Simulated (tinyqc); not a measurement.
## MOS inversion layer, Poisson-Schroedinger loop: effect of the sheet density of electrons

Electrons confined at an insulator interface at z = 0, treated as a hard wall; parabolic valleys, Hartree approximation, no image or exchange terms. The depletion charge lies far deeper than the electrons and gives a uniform field q Nd/(eps0 eps_r); the gate balances all charge. Energies are counted from the band edge at the interface.

Schroedinger equation -(C/mz) psi'' + (V0 + U) psi = E psi, C = hbar^2/(2 m0), psi(0) = 0, on a uniform mesh of 800 nodes with a far wall at 45 nm, 8 levels a set; V0 = q Nd z/(eps0 eps_r); dU/dz = q (Ns - integral of n from 0 to z)/(eps0 eps_r), U(0) = 0; N_k = g md m0 q Vt/(pi hbar^2) ln(1 + exp((EF - E_k)/Vt)), g the number of valleys of the set, sum N_k = Ns. Triangular well: E_k = a_k (C F^2/mz)^(1/3), a_1 = 2.338107, a_2 = 4.087949, C = hbar^2/(2 m0), F in eV/nm. Fang-Howard (all electrons in the lowest level of set A): b^3 = 6 (mz1/C) q (Nd + 11 Ns/32)/(eps0 eps_r), centroid 3/b, level C b^2/(4 mz1) + (3/b) q (Nd + 11 Ns/16)/(eps0 eps_r). The centroid adds 3.9 z_av/eps_r to an oxide-equivalent thickness. Shares under 0.0001 % are printed as 0.

Inputs (values chosen for the exercise); masses and permittivity close to those of germanium (100):
```
symbol,value,unit,meaning
T,300,K,temperature
eps_r,15.9,,relative permittivity
mz1,0.118,m0,mass along z of valley set A (4 valley(s))
md1,0.297,m0,in-plane density-of-states mass of set A
Nd,5.3e11,cm^-2,sheet density of depletion charge
```

Constants: q = 1.602176634e-19 C, kB = 1.380649e-23 J/K, hbar = 1.054571817e-34 J s, m0 = 9.1093837015e-31 kg, Vt = kB T/q, eps0 = 8.8541878128e-14 F/cm where lengths are in cm, hbar^2/(2 m0) = 0.0380998212 eV nm^2. Results are converted to the units shown.

Results:

| Ns (cm^-2) | A1 (meV) | A2 (meV) | EF (meV) | share of A1 (%) | share of A2 (%) | centroid z_av (nm) | added oxide equivalent (nm) | Fang-Howard centroid (nm) |
|---|---|---|---|---|---|---|---|---|
| 1e11 | 58.3 | 99.4 | -73.7 | 77.5 | 15.8 | 7.07 | 1.73 | 6.09 |
| 4.5e11 | 74.8 | 120 | -17.1 | 80.3 | 14.1 | 6.47 | 1.59 | 5.71 |
| 9.7e11 | 96.4 | 147 | 25.8 | 83.4 | 12.1 | 5.86 | 1.44 | 5.29 |
| 2.1e12 | 137 | 196 | 88.4 | 87.5 | 9.35 | 5.03 | 1.23 | 4.67 |
| 4.4e12 | 205 | 277 | 179 | 91.7 | 6.39 | 4.15 | 1.02 | 3.97 |
| 9.4e12 | 323 | 416 | 323 | 95.2 | 3.73 | 3.30 | 0.808 | 3.24 |
| 2e13 | 522 | 645 | 555 | 97.6 | 1.93 | 2.58 | 0.632 | 2.58 |

Estimate the missing row, Ns = 2.1e11 cm^-2.

Computed row:

| Ns (cm^-2) | A1 (meV) | A2 (meV) | EF (meV) | share of A1 (%) | share of A2 (%) | centroid z_av (nm) | added oxide equivalent (nm) | Fang-Howard centroid (nm) |
|---|---|---|---|---|---|---|---|---|
| 2.1e11 | 63.7 | 106 | -48.7 | 78.5 | 15.2 | 6.86 | 1.68 | 5.96 |

With this row back in the table: As Ns goes from 1e11 to 2e13, A1 rises from 58.3 to 522 meV, the share of A1 rises from 77.5 to 97.6 % and the centroid falls from 7.07 to 2.58 nm. A1 goes as Ns^(0.63) between the last two rows (a triangular well in the field of that charge alone gives 2/3). EF lies more than 2 meV above A1 for Ns = 2e13. The Fang-Howard centroid is 14 % below the full one in the first row, where A1 holds 77.5 %, and 0.32 % above it in the last, where A1 holds 97.6 %.

Numbers from tinyqc (`OMP_NUM_THREADS=1 python tinyqc.py 2160131 2160132 out.jsonl`; about 0.5 s on one thread of a shared Intel Xeon 2.30GHz).
